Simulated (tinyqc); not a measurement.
Inside a calculation. Method: UHF in the 6-31g basis, for H2, spin multiplicity 3. One step of it, computed by the program tinyqc.

Task: Iteration 5 (converged): orbitals. Diagonalise F' = X^T F X, C = X C', fill 2 alpha and 0 beta electrons from the bottom; D(s) = C_occ C_occ^T. Each column has its largest component positive (the first on a tie).

converged F(alpha) (hartree):
```
           1H 1s      1H 2s      2H 1s      2H 2s
1H 1s  -0.425265  -0.725591  -0.661676  -0.627898
1H 2s  -0.725591  -0.515414  -0.627898  -0.497773
2H 1s  -0.661676  -0.627898  -0.425265  -0.725591
2H 2s  -0.627898  -0.497773  -0.725591  -0.515414
```

converged F(beta) (hartree):
```
           1H 1s      1H 2s      2H 1s      2H 2s
1H 1s   0.344615  -0.144981  -0.205504  -0.167376
1H 2s  -0.144981   0.003516  -0.167376  -0.041213
2H 1s  -0.205504  -0.167376   0.344615  -0.144981
2H 2s  -0.167376  -0.041213  -0.144981   0.003516
```

X:
```
           1H 1s      1H 2s      2H 1s      2H 2s
1H 1s   1.292254  -0.501312  -0.191484   0.074345
1H 2s  -0.501312   1.983971   0.074345  -1.030263
2H 1s  -0.191484   0.074345   1.292254  -0.501312
2H 2s   0.074345  -1.030263  -0.501312   1.983971
```

Give: F' = X^T F X; orbital energies; coefficients C; F' = X^T F X; orbital energies; coefficients C; D(alpha) after iteration 5; D(beta) after iteration 5.

Result:

F' = X^T F X (alpha) (hartree):
```
        1       2       3       4
1   0.226  -0.692  -0.455  -0.052
2  -0.692   0.120  -0.052  -0.137
3  -0.455  -0.052   0.226  -0.692
4  -0.052  -0.137  -0.692   0.120
```

orbital energies (alpha) (hartree): MO1 -0.875, MO2 -0.206, MO3 0.628, MO4 1.144

coefficients C (alpha):
```
         MO1     MO2     MO3     MO4
1H 1s  0.390   0.284   0.738  -1.089
1H 2s  0.214   1.490  -0.707   1.578
2H 1s  0.390  -0.284   0.738   1.089
2H 2s  0.214  -1.490  -0.707  -1.578
```

F' = X^T F X (beta) (hartree):
```
        1       2       3       4
1   0.821  -0.437  -0.366   0.003
2  -0.437   0.378   0.003  -0.133
3  -0.366   0.003   0.821  -0.437
4   0.003  -0.133  -0.437   0.378
```

orbital energies (beta) (hartree): MO1 -0.097, MO2 0.294, MO3 0.798, MO4 1.404

coefficients C (beta):
```
         MO1     MO2     MO3     MO4
1H 1s  0.244   0.098   0.798  -1.121
1H 2s  0.343   1.732  -0.654   1.307
2H 1s  0.244  -0.098   0.798   1.121
2H 2s  0.343  -1.732  -0.654  -1.307
```

D(alpha) after iteration 5:
```
        1H 1s   1H 2s   2H 1s   2H 2s
1H 1s   0.233   0.507   0.071  -0.340
1H 2s   0.507   2.265  -0.340  -2.173
2H 1s   0.071  -0.340   0.233   0.507
2H 2s  -0.340  -2.173   0.507   2.265
```

D(beta) after iteration 5:
```
       1H 1s  1H 2s  2H 1s  2H 2s
1H 1s  0.000  0.000  0.000  0.000
1H 2s  0.000  0.000  0.000  0.000
2H 1s  0.000  0.000  0.000  0.000
2H 2s  0.000  0.000  0.000  0.000
```
